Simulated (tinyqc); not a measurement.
Inside a calculation. Model: oxide trap near a transistor channel: two-state multiphonon kinetics, telegraph noise and bias instability. Computed by tinyqc, a small Python program that keeps every step. Command: `OMP_NUM_THREADS=1 python tinyqc.py 3019603 3019604 out.jsonl oxidetrap walk`. One thread of a shared host (Intel(R) Xeon(R) Processor @ 2.30GHz), about 0.01 s of CPU time with the checks. Intermediate numbers are printed to about 7 digits and carried at full precision; extremes and crossings named in words are read from the listed rows.

An n-channel device under positive gate bias. The trap is empty (state 1) or holds an electron (state 2); both states are parabolas of equal curvature, and the electron reservoir is taken at the Fermi level of the channel.

Inputs (values chosen for the exercise, with an insulator like Al2O3 on silicon):
```
quantity                                value   unit
insulator constant eps_ox                8.81      -
insulator thickness t_ox                  7.4     nm
trap depth x from the interface           2.8     nm
tunnel barrier phi_b                     2.16     eV
tunnelling mass m_ox                     0.32    m_0
trap level above E_F at zero field E_t    2.1     eV
relaxation energy E_R                     2.2     eV
oxide field F                               7  MV/cm
attempt rate k_0 at the interface       3e+11    1/s
temperature T                             400      K
channel width W                            95     nm
channel length L                           28     nm
frequency f                                20     Hz
stress time t_s                         0.001      s
```

Parts treated: one trap.

Constants: hbar^2/(2 m_0) = 3.80998212 eV angstrom^2; k_B = 8.617333262e-05 eV/K; e = 1.602176634e-19 C; eps_0 = 8.8541878128e-12 F/m.

## Tunnelling factor

kappa = sqrt(2 m_ox phi_b)/hbar = sqrt(m_ox phi_b/(hbar^2/2m_0)); attenuation length lambda = 1/(2 kappa); factor exp(-x/lambda) for a rectangular barrier.

kappa = 4.259321 1/nm

attenuation length lambda = 0.1173896 nm

tunnelling factor = 4.376446e-11

Caution: a field 1.5 times as high comes near the usual breakdown field of such an insulator. Caution: the field lowers the tunnel barrier appreciably over the trap depth, so the rectangular barrier understates the rate.

## Barriers and time constants

E_21 = E_t - e F x is the energy of state 2 over state 1; barriers E_c = (E_R + E_21)^2/(4 E_R), E_e = E_c - E_21; tau_c = exp(E_c/k_B T)/(k_0 P), tau_e = exp(E_e/k_B T)/(k_0 P), P the tunnelling factor; occupation f_2 = tau_e/(tau_c + tau_e); 1/tau_0 = 1/tau_c + 1/tau_e.

E_21 = 0.14 eV

capture barrier E_c = 0.6222273 eV

emission barrier E_e = 0.4822273 eV

capture time tau_c = 5265938 s

emission time tau_e = 90688.74 s

occupation f_2 = 0.01693020

tau_0 = 89153.36 s

The trap is almost always empty at this bias in equilibrium, which takes about tau_0 to reach.

## Step height and noise

Charge-sheet step dV = e (t_ox - x)/(eps_ox eps_0 W L); Lorentzian spectrum S(f) = 4 dV^2 tau_0^2/((tau_c + tau_e)(1 + (2 pi f tau_0)^2)); corner 1/(2 pi tau_0); variance dV^2 f_2 (1 - f_2) = dV^2 tau_0/(tau_c + tau_e).

threshold step dV = 3.551910 mV

corner frequency = 1.785182e-06 Hz

S(f) = 5.965857e-16 V^2/Hz

root-mean-square noise = 0.4582317 mV

f lies above the corner, on the 1/f^2 tail. Random dopants and current percolation, left out here, spread real steps around this value.

## Stress and recovery of one trap

From the zero-field occupation f(0), f(t) = f_2 + (f(0) - f_2) exp(-t/tau_0) under the field; after t_s the field is removed and f relaxes with the zero-field constants.

occupation at zero field = 3.476678e-27

tau_0 at zero field = 0.07871811 s

occupation after stress = 1.898997e-10

half-time of recovery = 0.05456324 s

## Bias dependence of the times

The formulas are those given above.

Against field:
```
F (MV/cm)  E_21 (eV)     tau_c (s)     tau_e (s)           f_2
0.0            2.100  2.264176e+25  7.871811e-02  3.476678e-27
2.1            1.512  4.072221e+18  3.626351e-01  8.905093e-20
4.2            0.924  7.158040e+12  1.632701e+01  2.280932e-12
5.6            0.532  3.699352e+09  7.331971e+02  1.981960e-07
7.0            0.140  5.265938e+06  9.068874e+04  1.693020e-02
8.4           -0.252  2.064639e+04  3.089616e+07  9.993322e-01
10.5          -0.840  3.387907e+01  1.298571e+12  1.000000e+00
```

ln(tau_c/tau_e) falls by e x/k_B T = 8.123 per MV/cm, which measures the depth x if the change of surface potential with bias is left aside. Over these rows tau_c shortens by 23.82 decades and tau_e lengthens by 13.22; the shares differ because E_21 is not small against E_R. The times cross at F = E_t/(e x) = 7.50 MV/cm.

Checks made by the program: detailed balance tau_c/tau_e = exp(E_21/k_B T) (relative difference below 1e-10); the integral of S(f) against the variance (relative difference below 1e-10).
